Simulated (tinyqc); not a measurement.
Inside a calculation. Method: LDA (VWN5) atom on a uniform radial grid, spin-unpolarised, for He. Computed by tinyqc, a small Python program that keeps every step. Settings: Z = 2, points = 64, R = 13.5, functional = lda,vwn, mixing = 0.2, iteration cap = 54. Command: `OMP_NUM_THREADS=1 python tinyqc.py 22139 22140 out.jsonl` (the two numbers bound the seeds that draw the settings). One thread of a shared host (Intel(R) Xeon(R) Processor @ 2.60GHz), about 0.06 s of CPU time with the checks. Later iterations appear only in the table of the cycle.

## Iteration 1

Spherical atom on a uniform radial grid r_j = j h with h = R/(N + 1), h sum u^2 = 1 and integrals as h times sums, u(0) = u(R) = 0 (atomic units):
```
parameter            value
Z                        2
points N                64
R                13.500000
h                 0.207692
mixing            0.200000
electrons in 1s          2
```

Three-point differences turn -u''/2 + [l(l+1)/2r^2 - Z/r + V] u = e u into a tridiagonal matrix (diagonal 1/h^2 + potential, off-diagonal -1/2h^2). D = sum f u^2; the Hartree potential y/r solves y'' = -D/r with y(0) = 0, y(R) = N_e; v_xc comes from rho = D/(4 pi r^2); E = sum f e - int D V + int D (V_H/2 + eps_xc); V(new) = V + mixing (V_H + v_xc - V).

eigenvalues (hartree): [-1.92045]

Every 4th grid point:
```
r            V in     u(1s)         D      V_H       v_xc
0.83077   0.00000   0.89632   1.60679  2.16708   -0.62712
1.66154   0.00000   0.35578   0.25316  1.19610   -0.23277
2.49231   0.00000   0.10592   0.02244  0.80219   -0.08837
3.32308   0.00000   0.02803   0.00157  0.60184   -0.03350
4.15385   0.00000   0.00695   0.00010  0.48148   -0.01241
4.98462   0.00000   0.00166  5.48e-06  0.40123   -0.00447
5.81538   0.00000   0.00038  2.94e-07  0.34392   -0.00158
6.64615   0.00000   0.00009  1.51e-08  0.30093   -0.00055
7.47692   0.00000  1.94e-05  7.54e-10  0.26749   -0.00019
8.30769   0.00000  4.28e-06  3.67e-11  0.24074   -0.00006
9.13846   0.00000  9.35e-07         0  0.21886  -1.04e-05
9.96923   0.00000  2.02e-07         0  0.20062    0.00000
10.80000  0.00000  4.35e-08         0  0.18519    0.00000
11.63077  0.00000  9.29e-09         0  0.17196    0.00000
12.46154  0.00000  1.94e-09         0  0.16049    0.00000
13.29231  0.00000  2.26e-10         0  0.15046    0.00000
```

total energy = -2.5477197 hartree

## Iteration 2

As before.

eigenvalues (hartree): [-1.58517]

Every 4th grid point:
```
r            V in     u(1s)         D      V_H       v_xc
0.83077   0.30799   0.89405   1.59865  2.13229   -0.62613
1.66154   0.19267   0.38788   0.30090  1.19313   -0.24524
2.49231   0.14277   0.12832   0.03293  0.80199   -0.09908
3.32308   0.11367   0.03806   0.00290  0.60183   -0.04030
4.15385   0.09381   0.01065   0.00023  0.48148   -0.01617
4.98462   0.07935   0.00287  1.65e-05  0.40123   -0.00635
5.81538   0.06847   0.00076  1.14e-06  0.34392   -0.00245
6.64615   0.06008   0.00020  7.61e-08  0.30093   -0.00093
7.47692   0.05346  4.97e-05  4.94e-09  0.26749   -0.00035
8.30769   0.04814  1.25e-05  3.14e-10  0.24074   -0.00013
9.13846   0.04377  3.13e-06  1.96e-11  0.21886  -4.93e-05
9.96923   0.04012  7.76e-07         0  0.20062    0.00000
10.80000  0.03704  1.91e-07         0  0.18519    0.00000
11.63077  0.03439  4.68e-08         0  0.17196    0.00000
12.46154  0.03210  1.11e-08         0  0.16049    0.00000
13.29231  0.03009  1.41e-09         0  0.15046    0.00000
```

total energy = -2.6061688 hartree

## Convergence

Stop when input and output potentials agree to 1e-7.

Course of the cycle (hartree):
```
iteration           E     e(1s)  largest |V(out) - V(in)|
1          -2.5477197  -1.92045                  2.35e+00
2          -2.6061688  -1.58517                  1.77e+00
3          -2.6436370  -1.33150                  1.33e+00
4          -2.6669578  -1.13960                  9.93e-01
5          -2.6810654  -0.99442                  7.38e-01
6          -2.6893760  -0.88454                  5.46e-01
7          -2.6941566  -0.80130                  4.03e-01
8          -2.6968508  -0.73819                  2.97e-01
9          -2.6983440  -0.69025                  2.19e-01
10         -2.6991609  -0.65379                  1.64e-01
11         -2.6996039  -0.62599                  1.23e-01
...               ...       ...                       ...
44         -2.7001246  -0.53299                  4.51e-05
45         -2.7001246  -0.53298                  3.59e-05
46         -2.7001246  -0.53298                  2.86e-05
47         -2.7001246  -0.53297                  2.27e-05
48         -2.7001246  -0.53297                  1.81e-05
49         -2.7001246  -0.53297                  1.44e-05
50         -2.7001246  -0.53296                  1.15e-05
51         -2.7001246  -0.53296                  9.13e-06
52         -2.7001246  -0.53296                  7.27e-06
53         -2.7001246  -0.53296                  5.78e-06
54         -2.7001246  -0.53296                  4.60e-06
```

Not converged within 54 iterations: the residual falls steadily but slowly, by a factor of about 0.80 a step. Reruns (cap 100 unless said): mixing 0.3: converged in 45; mixing 0.6: converged in 18; the original settings with a cap of 400: converged in 71. Even converged, this uniform grid resolves the cusp poorly and misses the energy of the atom.
